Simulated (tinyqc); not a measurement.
Relaxation at fixed composition: composition and strain of an epitaxial Si(1-x)Ge(x) layer from Raman and X-ray peaks. Computed by tinyqc, a small Python program. Command: `OMP_NUM_THREADS=1 python tinyqc.py 3026061 3026062 out.jsonl epiraman walk`. One thread of a shared host (Intel(R) Xeon(R) Processor @ 2.30GHz), about 0.01 s of CPU time with the checks.

A (001) layer, biaxially strained in the plane. The Raman peaks follow empirical lines omega = w0 + c1 x + c3 x^3 + b eps (c3 for Si-Ge alone), with eps the in-plane strain.

Inputs (values chosen for the exercise, modelled on silicon-germanium):
```
quantity                        value      unit
Ge fraction x                    0.85         -
lattice constant of Si          5.431  angstrom
lattice constant of Ge          5.658  angstrom
bowing B                        0.028  angstrom
2 C12/C11 of Si                 0.773         -
2 C12/C11 of Ge                  0.75         -
Si-Si: w0                       521.1      1/cm
Si-Si: c1                       -63.8      1/cm
Si-Si: strain coefficient b      -687      1/cm
Ge-Ge: w0                       280.2      1/cm
Ge-Ge: c1                        18.7      1/cm
Ge-Ge: strain coefficient b      -466      1/cm
X-ray wavelength             1.540598  angstrom
```

Substrate: silicon.

Method:
- Relaxed lattice constant a(x) = a_Si + (a_Ge - a_Si) x - B x (1 - x).
- In-plane constant a_par = a_sub + R (a(x) - a_sub); eps = a_par/a(x) - 1; eps_perp = -(2 C12/C11) eps with 2 C12/C11 linear in x; a_perp = a(x) (1 + eps_perp).
- (004) Bragg angle theta = arcsin(2 lambda/a), with a = a_perp for the layer and a_sub for the substrate; separation = layer less substrate. The apparent x is the one that a fully strained layer (R = 0) would need to give the same a_perp.

Signatures; columns: (1) R; (2) eps (per mille); (3) Si-Si (1/cm); (4) Ge-Ge (1/cm); (5) a_perp (angstrom); (6) (004) separation (arcsec); (7) apparent x if R = 0 is assumed:
```
(1)       (2)     (3)     (4)     (5)      (6)      (7)
0.00  -33.695  490.02  311.80  5.7631  -8081.1  0.85000
0.15  -28.641  486.55  309.44  5.7417  -7594.3  0.79974
0.30  -23.587  483.07  307.09  5.7203  -7103.1  0.74896
0.50  -16.848  478.44  303.95  5.6917  -6441.2  0.68040
0.70  -10.109  473.81  300.81  5.6632  -5771.3  0.61083
0.85   -5.054  470.34  298.45  5.6418  -5263.5  0.55796
1.00    0.000  466.87  296.10  5.6204  -4751.0  0.50448
```

What does the comparison show, and why?

Full relaxation moves the Si-Si peak by -23.15 per cm and shrinks the X-ray separation to 59 % of its strained value, about 1/(1 + 2 C12/C11). A symmetric reflection alone cannot part x from R: a relaxed layer read as strained gives x = 0.504 in place of 0.85. An asymmetric reflection or a second peak is needed.

Extremes, crossings and ranges named in words are read from the listed rows.
